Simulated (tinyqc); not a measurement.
# Resistance of a source-drain extension with a graded tip, step by step

Program tinyqc, `OMP_NUM_THREADS=1 python tinyqc.py 2282262 2282263 out.jsonl`; Intel Xeon 2.30GHz, shared host, one thread, about 0.03 s. Printed values are rounded.

y runs along the channel, the gate covers y > 0. The doping is N0 for y < y0 and N0 10^(-(y - y0)/la) beyond, uniform over the depth xj. Sheet conductance s(y) = q mu(N) max(N - Nch, 0) xj + (for y > 0) ma Cox Vo, with mu(N) = u0 + (u1 - u0)/(1 + (N/Nr)^au) and Cox = eps0 eox/tox. Current is taken as one-dimensional; depletion of the tip, spreading and the contact are left out. The metallurgical junction lies at yj, where N = Nch.

Parameters, values chosen for the exercise; mobility law close to that of electrons in silicon: relative permittivity of the gate insulator (close to zirconium oxide) eox = 25.1; insulator thickness tox = 9.3 nm; active doping of the extension far from the gate N0 = 1.8e20 cm^-3; lateral abruptness la = 6.4 nm/decade; position under the gate where the fall begins (gate edge at 0) y0 = -0.7 nm; depth of the extension xj = 9 nm; channel doping Nch = 7.8e17 cm^-3; gate overdrive Vo = 0.35 V; mobility of the gate-induced layer ma = 170 cm^2/(V s); mobility at low doping u1 = 1414 cm^2/(V s); mobility at high doping u0 = 68.5 cm^2/(V s); reference doping Nr = 9.2e16 cm^-3; exponent au = 0.711; gate length Lg = 45 nm.

Constants: q = 1.602176634e-19 C, eps0 = 8.8541878128e-14 F/cm where lengths are in cm. Results are converted to the units shown.

## Sheet resistances and junction position

yj = y0 + la log10(N0/Nch); sheet resistance of the full extension 1/[q mu(N0)(N0 - Nch) xj] and of the gate-induced layer 1/(ma Cox Vo); metallurgical length Lg - 2 yj; ye is where the doped and the gate-induced conductances are equal.

yj = 14.42434 nm
sheet resistance of the extension = 518.5767 ohm/square
sheet resistance of the induced layer = 7033.047 ohm/square
metallurgical length = 16.15132 nm
ye = 7.578815 nm
N at ye = 9.156040e18 cm^-3

The gate takes over 6.85 nm before the junction, where N is still 11.7 times the channel doping.

## Resistance of the overlapped part

Midpoint rule on 12 equal steps from 0 to yj: R_ov = sum h/s(y), per width.

```
point     y (nm)    N (cm^-3)  doped conductance (uS)  sheet resistance (ohm/square)
0      0.6010141  1.127169e20                1243.160                       721.8416
1       1.803042  7.314289e19                835.3821                       1022.947
2       3.005071  4.746301e19                566.6122                       1410.839
3       4.207099  3.079912e19                388.3935                       1884.732
4       5.409127  1.998579e19                269.1994                       2430.812
5       6.611155  1.296894e19                188.4867                       3024.140
6       7.813183  8.415649e18                132.8363                       3636.070
7       9.015212  5.460981e18                93.44698                       4243.890
8       10.21724  3.543674e18                64.50957                       4838.036
9       11.41927  2.299518e18                42.15570                       5424.712
10      12.62130  1.492176e18                23.78290                       6025.230
11      13.82332  9.682847e17                7.629965                       6674.861
```

R_ov = 49.690 ohm um

The exact integral is 49.716 ohm um; the coarse sum is 0.053 % below it.
